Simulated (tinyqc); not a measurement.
From results back to parameters: direct gap of a germanium-like layer under biaxial tension. Four cases, with inputs chosen for the exercise.

Problem. A (001) layer under biaxial tension e_par has ezz = -2 (C12/C11) e_par, Ec = Eg + ac tr(e), E(HH) = -P - Q and E(LH) = -P + (Q - Dso + sqrt(Dso^2 + 2 Dso Q + 9 Q^2))/2 with P = -av tr(e), Q = -b (e_par - ezz). The transition from the light-hole edge is given.

Find: e_par; Ec - E(HH).

Method. Ec - E(LH) falls steadily with tension, so bisection between 0 and 4 % gives the only root; then Ec - E(HH) = Eg + (ac - av) tr(e) + Q.

Case 1.

Values chosen (near those of Ge, gaps at low temperature; the results hold for these values, not for the real material): Eg = 0.886 eV (gap at Gamma to the s-like level); Dso = 0.289 eV (spin-orbit splitting); ac = -8.13 eV (conduction deformation potential); av = 1.24 eV (valence hydrostatic potential); b = -2.59 eV (tetragonal shear potential); C11 = 128.2 GPa; C12 = 48.8 GPa.

Ec - E(LH) = 0.654795 eV

Solution.

e_par = 1.310 %
Ec - E(HH) = 0.7937 eV

Case 2.

Values chosen (near those of Ge, gaps at low temperature; the results hold for these values, not for the real material): Eg = 0.914 eV (gap at Gamma to the s-like level); Dso = 0.284 eV (spin-orbit splitting); ac = -8.19 eV (conduction deformation potential); av = 1.23 eV (valence hydrostatic potential); b = -2.59 eV (tetragonal shear potential); C11 = 128 GPa; C12 = 48.5 GPa.

Ec - E(LH) = 0.746690 eV

Solution.

e_par = 0.960 %
Ec - E(HH) = 0.8454 eV

Case 3.

Values chosen (near those of Ge, gaps at low temperature; the results hold for these values, not for the real material): Eg = 0.909 eV (gap at Gamma to the s-like level); Dso = 0.287 eV (spin-orbit splitting); ac = -8.16 eV (conduction deformation potential); av = 1.22 eV (valence hydrostatic potential); b = -2.56 eV (tetragonal shear potential); C11 = 127.2 GPa; C12 = 47.9 GPa.

Ec - E(LH) = 0.859247 eV

Solution.

e_par = 0.300 %
Ec - E(HH) = 0.8874 eV

Case 4.

Values chosen (near those of Ge, gaps at low temperature; the results hold for these values, not for the real material): Eg = 0.89 eV (gap at Gamma to the s-like level); Dso = 0.294 eV (spin-orbit splitting); ac = -8.34 eV (conduction deformation potential); av = 1.25 eV (valence hydrostatic potential); b = -2.53 eV (tetragonal shear potential); C11 = 130.6 GPa; C12 = 48.1 GPa.

Ec - E(LH) = 0.704564 eV

Solution.

e_par = 1.050 %
Ec - E(HH) = 0.8089 eV

Computed by tinyqc, one run a case: `OMP_NUM_THREADS=1 python tinyqc.py N N+1 out.jsonl` with N = 1050175, 1050178, 1050230, 1050237; one thread of a shared Intel(R) Xeon(R) Processor @ 2.30GHz, about 0.01 s a run at most.
